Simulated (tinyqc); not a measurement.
# Minority carriers and saturation current of a heavily doped emitter: what changes with what

n-type, parabolic bands, full ionisation. eta = (EF - Ec)/kB T solves N = Nc F12(eta), F12(x) = (2/sqrt(pi)) int_0^infinity sqrt(u)/(1 + exp(u - x)) du. The gap shrinks rigidly by dEg = E1 [ln(N/N0) + sqrt(ln^2(N/N0) + 0.5)], an empirical law that is here taken as the true narrowing.

Values chosen for this exercise; band and dielectric values close to those of silicon:

| symbol | value | unit | meaning |
|---|---|---|---|
| T | 250 | K | temperature |
| Eg | 1.12 | eV | band gap |
| Nc | 2.11e19 | cm^-3 | conduction-band density of states at 250 K |
| Nv | 1.99e19 | cm^-3 | valence-band density of states at 250 K |
| N | 1.8e19 | cm^-3 | ionised donor density |
| E1 | 9.6 | meV | energy of the narrowing law |
| N0 | 1.3e17 | cm^-3 | density of the narrowing law |
| mup | 130 | cm^2/(V s) | minority-hole mobility |
| Cn | 2.7e-31 | cm^6/s | Auger coefficient |
| ts | 1.5 | us | defect lifetime |
| W | 210 | nm | emitter width |
| S | 4100 | cm/s | recombination velocity at the contact |

Constants: q = 1.602176634e-19 C, kB = 1.380649e-23 J/K, Vt = kB T/q. Results are converted to the units shown.

Each table varies one quantity; the others keep the values above.

## Approximations to the Fermi level

With u = N/Nc: Boltzmann ln u; Joyce-Dixon ln u + 0.353553 u - 4.95009e-3 u^2 + 1.48386e-4 u^3 - 4.42563e-6 u^4; degenerate limit (3 sqrt(pi) u/4)^(2/3). The Einstein ratio is D/(mu Vt) = F12/Fm, Fm(x) = dF12/dx = (1/sqrt(pi)) int_0^infinity u^(-1/2)/(1 + exp(u - x)) du.

Approximations to the Fermi level:
```
N (cm^-3)     N/Nc      eta  Boltzmann  Joyce-Dixon  degenerate  D/(mu Vt)
1.2e18     0.05687   -2.847     -2.867       -2.847      0.1788      1.020
2.7e18      0.1280   -2.011     -2.056       -2.011      0.3070      1.045
5.9e18      0.2796   -1.176     -1.274       -1.176      0.5170      1.098
1.3e19      0.6161  -0.2683    -0.4843      -0.2683      0.8754      1.214
2.8e19       1.327   0.7437     0.2829       0.7437       1.460      1.453
6.1e19       2.891    2.046      1.062        2.046       2.454      1.949
1.3e20       6.161    3.838      1.818        3.837       4.063      2.885
2.9e20       13.74    6.814      2.621        6.772       6.937      4.713
6.3e20       29.86    11.56      3.396        9.972       11.64      7.806
```

Read the table: what changes, and by how much?

Boltzmann is within 0.1 of eta up to N/Nc = 0.28, Joyce-Dixon within 0.01 up to 6.2, and the degenerate limit is off by 0.072 in the last row. The Einstein ratio rises from 1.02 to 7.81: degenerate carriers diffuse faster for the same mobility.

## Effect of the contact

ni = sqrt(Nc Nv) exp(-Eg/(2 Vt)), Eg in volts; degeneracy factor g = F12(eta) exp(-eta); nie^2 = ni^2 exp(dEg/kB T) g, p0 = nie^2/N; apparent narrowing dEg + kB T ln g. 1/tau = Cn N^2 + 1/ts, D = mup Vt, L = sqrt(D tau); J0 = (q p0 D/L)(s + tanh(W/L))/(1 + s tanh(W/L)), s = S L/D; the share recombining inside is 1 - 1/[cosh(W/L)(1 + tanh(W/L)/s)].

Result of one run:
```
S (cm/s)  J0 (fA/cm^2)  share inside (%)
8.8e6           0.8010            0.7108
```

What becomes of these results when the recombination velocity at the contact S is changed from 8.8e6 to 6200 cm/s, all else the same?

Result of the changed run:
```
S (cm/s)  J0 (fA/cm^2)  share inside (%)
6200           0.04665             23.44
```

The whole series:
```
S (cm/s)  J0 (fA/cm^2)  share inside (%)
80             0.01166             95.87
340            0.01321             84.53
1500           0.02006             55.43
6200           0.04665             23.44
26000           0.1415             7.262
1.1e5           0.3727             2.326
4.8e5           0.6381             1.070
2.1e6           0.7650            0.7771
8.8e6           0.8010            0.7108
```

J0 rises from 0.0117 to 0.801 fA/cm^2, between the limits q p0 (D/L) tanh(W/L) = 0.0112 and q p0 (D/L) coth(W/L) = 0.813; W/L = 0.12, so passivating the contact can gain at most a factor of 72.7.

## Effect of the doping

Same model as above.

The mobility is held fixed.

Result of one run:
```
N (cm^-3)  apparent narrowing (meV)  p0 (cm^-3)  L (nm)  J0 (fA/cm^2)  share inside (%)
9.7e19                       94.335   0.0091172  331.98      0.072988            93.381
```

What becomes of these results when the ionised donor density N is changed from 9.7e19 to 7.9e17 cm^-3, all else the same?

Result of the changed run:
```
N (cm^-3)  apparent narrowing (meV)  p0 (cm^-3)  L (nm)  J0 (fA/cm^2)  share inside (%)
7.9e17                       35.644    0.073426   18312      0.046995           0.43248
```

The whole series:
```
N (cm^-3)  apparent narrowing (meV)  p0 (cm^-3)  L (nm)  J0 (fA/cm^2)  share inside (%)
4e17                         23.393    0.082120   19863      0.052525           0.36783
7.9e17                       35.644    0.073426   18312      0.046995           0.43248
1.6e18                       48.557    0.066021   14361      0.042368           0.70126
3.1e18                       60.526    0.059390  9266.8      0.038482            1.6680
6.2e18                       72.591    0.051987  5035.4      0.035005            5.4338
1.2e19                       83.112    0.043773  2661.2      0.033538            17.073
2.4e19                       92.119    0.033247  1339.1      0.038010            44.921
4.9e19                       97.148    0.020566  656.94      0.055299            77.438
9.7e19                       94.335   0.0091172  331.98      0.072988            93.381
1.9e20                       78.480   0.0022298  169.50      0.050297            98.475
```

The apparent narrowing goes from 23.4 through a maximum of 97.1 (at N = 4.9e19 cm^-3 among the rows listed) to 78.5 meV. p0 goes as N^(-0.16) between the first two rows and N^(-2.09) between the last two (-1 without narrowing or degeneracy), and J0 moves up and down between 0.0335 and 0.0730 fA/cm^2.

Range of the model: Band tails, non-parabolic bands and incomplete ionisation are left out.

Program tinyqc, `OMP_NUM_THREADS=1 python tinyqc.py 2330104 2330105 out.jsonl`; Intel Xeon 2.30GHz, shared host, one thread, about 0.01 s.
